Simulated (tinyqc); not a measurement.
Comparisons within one model: free-carrier optics of a doped semiconductor (Drude model). A value that a table varies takes the place of the one given here.

eps(E) = ei [1 - Ep^2/(E^2 + i E Gam)], with Ep^2 = 8 pi c (e^2/(4 pi eps0)) N/(m ei), c = hbar^2/2m0, N in 1/angstrom^3 (1e-24 per 1/cm^3); Gam = hbar/tau, tau = mu m m0/e with m0/e = 5.685630e-12 kg/C and mu in m^2/(V s). Energies in meV.

n + i k = sqrt(eps1 + i eps2) with k >= 0; R = ((n - 1)^2 + k^2)/((n + 1)^2 + k^2) at normal incidence from vacuum; alpha = 2 E k/(hbar c), times 1e8 for 1/cm; loss function Im(-1/eps) = eps2/(eps1^2 + eps2^2).

Constants: hbar^2/2m0 = 3.80998211 eV angstrom^2; e^2/(4 pi eps0) = 14.39964547 eV angstrom; hbar = 6.58211957e-16 eV s; hbar c = 1973.269805 eV angstrom.

Values chosen for the exercise (mass and dielectric values near those of Si; N and mu are free inputs; interband absorption and the rise of the mass with filling are left out; not measured data):

| symbol | value | unit | meaning |
|---|---|---|---|
| N | 4.8e+19 | 1/cm^3 | carrier density |
| m | 0.284 | m0 | conductivity mass |
| mu | 170 | cm^2/(V s) | mobility |
| ei | 11.81 |  | high-frequency dielectric constant |
| E | 337.3 | meV | photon energy |

## Reflectance across the plasma edge

Spectrum:

| E (meV) | eps1 | eps2 | R | alpha (1/cm) |
|---|---|---|---|---|
| 14.0 | -290.47 | 517.72 | 0.920 | 2.98e+04 |
| 42.1 | -87.47 | 56.54 | 0.896 | 4.18e+04 |
| 70.2 | -30.54 | 14.47 | 0.863 | 4.04e+04 |
| 98.3 | -10.95 | 5.55 | 0.781 | 3.40e+04 |
| 119.4 | -3.90 | 3.16 | 0.602 | 2.56e+04 |
| 140.5 | 0.34 | 1.96 | 0.161 | 1.29e+04 |
| 154.5 | 2.28 | 1.48 | 0.081 | 7.33e+03 |
| 175.6 | 4.39 | 1.01 | 0.132 | 4.27e+03 |
| 210.7 | 6.63 | 0.59 | 0.195 | 2.44e+03 |
| 280.9 | 8.88 | 0.25 | 0.248 | 1.20e+03 |
| 421.4 | 10.50 | 0.07 | 0.279 | 491 |
| 702.4 | 11.34 | 0.02 | 0.294 | 170 |

Ep = 140.5 meV and Gam = 24.0 meV. R is 0.920 at the lowest energy and lowest, 0.081, at 154.5 meV of those listed; without damping it would vanish at Ep sqrt(ei/(ei - 1)) = 146.8 meV. At the highest energy R is 0.294, against 0.302 for ei alone. Between the last two rows alpha goes as E^-2.07, where the Drude limit far above Ep and Gam is E^-2.

## Free-carrier absorption and index change in the near infrared

At the wavelengths listed E = hc/lambda (hc = 1239.841984 eV nm). Approximate forms: alpha = ei Ep^2 Gam/(E^2 sqrt(ei) hbar c) and dn = -sqrt(ei) Ep^2/(2 E^2).

Free carriers:

| lambda (micrometre) | E (meV) | alpha (1/cm) | alpha, approximate | dn | dn, approximate |
|---|---|---|---|---|---|
| 1.31 | 946.4 | 93.0 | 92.0 | -0.0380 | -0.0379 |
| 1.55 | 799.9 | 131 | 129 | -0.0534 | -0.0530 |
| 2.00 | 619.9 | 220 | 214 | -0.0893 | -0.0882 |
| 3.00 | 413.3 | 511 | 482 | -0.204 | -0.199 |
| 5.00 | 248.0 | 1.61e+03 | 1.34e+03 | -0.598 | -0.551 |
| 8.00 | 155.0 | 7.22e+03 | 3.43e+03 | -1.84 | -1.41 |
| 10.60 | 117.0 | 2.67e+04 | 6.02e+03 | -2.69 | -2.48 |

At 1.55 micrometre alpha = 131 1/cm and dn = -0.0534; a phase shift of pi needs a length lambda/(2 |dn|) = 14.5 micrometre, over which the loss is 0.82 dB. The approximate alpha is within 5 % up to 2 micrometre of the wavelengths listed; it needs photon energies well above both Ep and Gam, which lie at 8.8 and 51.7 micrometre. Interband and intervalley absorption are left out; with a realistic dc mobility the Drude form tends to understate the near-infrared absorption of Si.

## What moves the optical constants

At the energy E. Each row changes one parameter from the base and keeps the others.

Results:

| case | Ep (meV) | Gam (meV) | R | alpha (1/cm) |
|---|---|---|---|---|
| base | 140.47 | 23.98 | 0.2655 | 792 |
| N = 7.2e+19 1/cm^3 | 172.04 | 23.98 | 0.2449 | 1.26e+03 |
| m = 0.3408 m0 | 128.23 | 19.98 | 0.2719 | 542 |
| mu = 102 cm^2/(V s) | 140.47 | 39.96 | 0.2659 | 1.31e+03 |
| ei = 12.4 | 137.09 | 23.98 | 0.2767 | 769 |
| E = 404.8 meV | 140.47 | 23.98 | 0.2772 | 534 |

The largest shifts from the base row, up to three for each result and ties (the steps differ in size, so this ranks the rows, not the parameters). Ep (meV): N +31.57, m -12.24, ei -3.38; unchanged at the printed digits by mu and E. Gam (meV): mu +15.99, m -4.00; unchanged at the printed digits by N, ei and E. R: N -0.0207, E +0.0117, ei +0.0111. alpha (1/cm): mu +515, N +463, E -258.

Computed by tinyqc, a small Python program: `OMP_NUM_THREADS=1 python tinyqc.py 1651716 1651717 out.jsonl` (the numbers bound the seed that draws the inputs); one thread of a shared host (Intel(R) Xeon(R) Processor @ 2.30GHz), about 0.01 s for the whole set of steps.
